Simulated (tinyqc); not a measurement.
Grain growth, pinning, strength and diffusional creep of a polycrystal or thin film. From one set of inputs to another, one input at a time. Computed by tinyqc, a small Python program. Command: `OMP_NUM_THREADS=1 python tinyqc.py 3014074 3014075 out.jsonl grain ladder`. One thread of a shared host (Intel(R) Xeon(R) Processor @ 2.30GHz), about 0.01 s of CPU time with the checks.

One mean grain size d describes the structure.

The inputs printed are set A. Set A is modelled on nickel; the values taken over come from a set modelled on gold. Inputs not listed in the table keep their values of set A, so the rows need not describe a real material.

Inputs (values chosen for the exercise, modelled on nickel):
```
quantity                                    value        unit
atomic volume Omega                         10.94  angstrom^3
boundary energy gamma                        0.88       J/m^2
mobility prefactor M0                     5.5e-07   m^4/(J s)
activation energy of boundary motion Q_m     1.59          eV
anneal temperature T                          720           K
anneal time t                                  29           s
initial grain size d0                          21          nm
particle volume fraction f                0.00047           -
particle radius r                              11          nm
lattice diffusion energy Q_l                 2.76          eV
boundary diffusion energy Q_b                1.25          eV
lattice prefactor D0                      1.5e-05       m^2/s
boundary prefactor delta D0b              1.1e-14       m^3/s
applied stress sigma                          190         MPa
service temperature T_c                       808           K
```

Sample: bulk.

Constants: k_B = 8.617333262e-05 eV/K; k_B = 1.380649e-23 J/K.

Method:
- M = M0 exp(-Q_m/(k_B T)). The driving pressure is 2 gamma/d. Zener pinning pressure 3 f gamma/(2 r) stops growth at d_Z = 4 r/(3 f). The limit is d_lim = d_Z.
- dd/dt = 2 M gamma (1/d - 1/d_lim) integrates to 2 M gamma t = d_lim (d0 - d) + d_lim^2 ln[(d_lim - d0)/(d_lim - d)]; without pinning d^2 = d0^2 + 4 M gamma t.
- Nabarro-Herring rate = 14 sigma Omega D_l/(k_B T d^2), D_l = D0 exp(-Q_l/(k_B T)); Coble rate = 14 pi sigma Omega delta D_b/(k_B T d^3), delta D_b = delta D0b exp(-Q_b/(k_B T)); they are equal at d_x = pi delta D_b/D_l.

Each row keeps all changes above it:
```
input moved                                    from     to  grain size d (nm)  time to 1 % strain (s)  crossover size d_x (micrometre)
set A                                             -      -          2.928e+01               1.744e-04                        6.037e+06
service temperature T_c (K)                     808    515          2.928e+01               3.031e+00                        1.378e+12
boundary energy gamma (J/m^2)                  0.88   0.35          2.463e+01               1.804e+00                        1.378e+12
anneal time t (s)                                29   9300          2.309e+02               1.487e+03                        1.378e+12
applied stress sigma (MPa)                      190     16          2.309e+02               1.766e+04                        1.378e+12
activation energy of boundary motion Q_m (eV)  1.59   1.08          1.202e+04               2.493e+09                        1.378e+12
boundary diffusion energy Q_b (eV)             1.25  0.897          1.202e+04               8.757e+05                        3.924e+15
particle radius r (nm)                           11    9.7          1.177e+04               8.206e+05                        3.924e+15
```

Which inputs carry the difference?

Grain size d goes from 29.3 to 11800, a factor 402 in all. The largest single move comes from activation energy of boundary motion Q_m (a factor 52.1). Time to 1 % strain goes from 1.74e-4 to 821000, a factor 4.71e9 in all. The largest single move comes from activation energy of boundary motion Q_m (a factor 141000), and boundary diffusion energy Q_b works against it (a factor 3.51e-4). Crossover size d_x goes from 6.04e6 to 3.92e15, a factor 6.50e8 in all. The largest single move comes from service temperature T_c (a factor 228000). The single moves hold for this order of the switches; the total does not depend on the order.

Caution (rows set A, service temperature T_c, boundary energy gamma, anneal time t): sigma Omega is not small against k_B T, as the linear creep laws assume. Caution (rows set A): T_c is above the anneal temperature, so the grains would go on growing in service.

Extremes, crossings and ranges named in words are read from the listed rows.
